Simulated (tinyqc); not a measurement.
From results back to parameters: effective mass of the conduction band from tabulated energies. Five cases, with inputs chosen for the exercise.

Problem. A band follows E (1 + alpha E) = c k^2/m, c = hbar^2/2m0. Its energies at two wave vectors are given.

Constants: hbar^2/2m0 = 3.80998211 eV angstrom^2.
Find: y = c k^2/E; m; alpha.
Method. y = m + m alpha E is a straight line through the two points.

Case 1.

Values chosen (out of a larger set: band of an eight-band Kane model near GaSb; not measured data): k12 = (0.0159, 0.0424) 1/angstrom (two wave vectors).

energies (meV): 24.13981  150.13763

Solution.

y = c k^2/E (m0): 0.03990  0.04562
m = 0.0388 m0
alpha = 1.17 1/eV

Case 2.

Values chosen (out of a larger set: band of an eight-band Kane model near GaSb; not measured data): k12 = (0.0159, 0.0424) 1/angstrom (two wave vectors).

energies (meV): 24.04298  146.73410

Solution.

y = c k^2/E (m0): 0.04006  0.04668
m = 0.0388 m0
alpha = 1.39 1/eV

Case 3.

Values chosen (out of a larger set: band of an eight-band Kane model near GaAs; not measured data): k12 = (0.0234, 0.0624) 1/angstrom (two wave vectors).

energies (meV): 30.61498  195.17268

Solution.

y = c k^2/E (m0): 0.06814  0.07601
m = 0.0667 m0
alpha = 0.72 1/eV

Case 4.

Values chosen (out of a larger set: band of an eight-band Kane model near InSb; not measured data): k12 = (0.0054, 0.0144) 1/angstrom (two wave vectors).

energies (meV): 8.03282  49.32176

Solution.

y = c k^2/E (m0): 0.01383  0.01602
m = 0.0134 m0
alpha = 3.95 1/eV

Case 5.

Values chosen (out of a larger set: band of an eight-band Kane model near GaSb; not measured data): k12 = (0.0183, 0.0488) 1/angstrom (two wave vectors).

energies (meV): 31.43524  184.40438

Solution.

y = c k^2/E (m0): 0.04059  0.04920
m = 0.0388 m0
alpha = 1.45 1/eV

Computed by tinyqc, one run a case: `OMP_NUM_THREADS=1 python tinyqc.py N N+1 out.jsonl` with N = 1850840, 1850843, 1850893, 1851023, 1851040; one thread of a shared Intel(R) Xeon(R) Processor @ 2.30GHz, about 0.01 s a run at most.
